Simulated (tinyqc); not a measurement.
Donor in an ellipsoidal valley (Kohn-Luttinger variational method): one step, computed by the program tinyqc.

H = -(d^2/dx^2 + d^2/dy^2) - gamma d^2/dz^2 - 2/r in units built on m_t, with gamma = m_t/m_l and z along the valley axis. One valley; no valley-orbit or central-cell term.

Problem. Energy at a trial ratio. Trial function exp(-sqrt((x^2 + y^2)/a^2 + z^2/b^2)) with beta = b/a < 1: E = t/a^2 - u/a, t = (2 + gamma/beta^2)/3, u = 2 arcsin(sqrt(1 - beta^2))/sqrt(1 - beta^2); the best a is 2 t/u and E(beta) = -u^2/(4 t).

Inputs (values chosen for the exercise, modelled on germanium): trial ratio b/a = 0.5.

gamma = 0.05115385

Give: t; u; best a; E(beta).

Solution.

t = 0.7349

u = 2.418

best a = 0.6077 a*

E(beta) = -1.990 Ry*
